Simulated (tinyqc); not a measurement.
Floating body of a partially depleted SOI transistor: body voltage and kink: two steps of the calculation.

Source at 0 V. Channel current Ic = 2 nf K Vt^2 [F(0) - F(Vd)](1 + la Vd), F(V) = ln^2(1 + exp((Vg - VT - nf V)/(2 nf Vt))), VT = VT0 - gb Vb. Saturation voltage Vs = 2 Vt sqrt(F(0)) + 3 Vt, excess Ve = (Vd - Vs + sqrt((Vd - Vs)^2 + 0.0004 V^2))/2, multiplication M1 = Ai Ve exp(-Bl/Ve). Each junction passes D(v) = J1 (exp(v/Vt) - 1) + J2 (exp(v/(2 Vt)) - 1). Bipolar current Ib = bb J1 (exp(Vb/Vt) - 1). The body settles where M1 (Ic + Ib) = D(Vb) + D(Vb - Vd) + Vb/Rb; drain current Id = (1 + M1)(Ic + Ib) - D(Vb - Vd).

Parameters, values chosen for the exercise; values of the order met in partially depleted silicon-on-insulator transistors:
```
symbol,value,unit,meaning
T,398,K,temperature
VT0,0.47,V,threshold at zero body voltage
gb,0.16,,fall of the threshold per volt of body voltage
nf,1.24,,slope factor
K,340,uA/(V^2 um),gain factor per width
la,0.1,1/V,channel-length modulation factor
Ai,3.58,1/V,impact-ionisation prefactor
Bl,4.4,V,impact-ionisation voltage
J1,2.4e-9,uA/um,diffusion saturation current of each junction
J2,5.2e-7,uA/um,recombination saturation current of each junction
bb,3,,gain of the lateral bipolar transistor on the diffusion current
Rb,1e9,kohm um,"resistance of a weak body tie to the source (1e9 stands for no tie, and the term is then dropped)"
Vg,0.44,V,gate voltage
Vd,1.2,V,drain voltage
```

Constants: q = 1.602176634e-19 C, kB = 1.380649e-23 J/K, Vt = kB T/q. Results are converted to the units shown.

Problem 1. New Vb. Current into the body I_in = M1 (Ic + Ib) - D(Vb - Vd), current out I_out = D(Vb) + Vb/Rb; f = ln(I_in/I_out), s = df/dVb by central differences over 1e-5 V, Vb(new) = Vb - f/s.

Vb after iteration 2 = 0.59356081 V

Find: Ic; Ve; M1; I_in; I_out; f; s; Vb after iteration 3.

Solution 1.

Ic = 1.460 uA/um
Ve = 1.019 V
M1 = 0.04851
I_in = 0.08227 uA/um
I_out = 0.08174 uA/um
f = 0.006456
s = -23.10 1/V
Vb after iteration 3 = 0.5938 V

Problem 2. Drain current with floating and with grounded body. Id and VT at the converged Vb, Id at Vb = 0, their ratio, and the bipolar share Ib/(Ic + Ib).

converged Vb = 0.59384045 V

Find: VT; Id, floating; Id, grounded; ratio; bipolar share.

Solution 2.

VT = 0.37499 V
Id, floating = 1.7812 uA/um
Id, grounded = 0.33359 uA/um
ratio = 5.3395
bipolar share = 14.023 %

The body rises to 0.594 V and lowers the threshold by 95.0 mV.

Range of the model: The multiplication law is an empirical form chosen for the exercise; self-heating and capacitive coupling to the body are left out, and the linear laws are rough once Vb passes about 0.7 V or M1 about 0.1.

Computed by the program tinyqc: `OMP_NUM_THREADS=1 python tinyqc.py 2182117 2182118 out.jsonl`, one thread of a shared Intel Xeon 2.30GHz, about 0.2 s for the whole run.
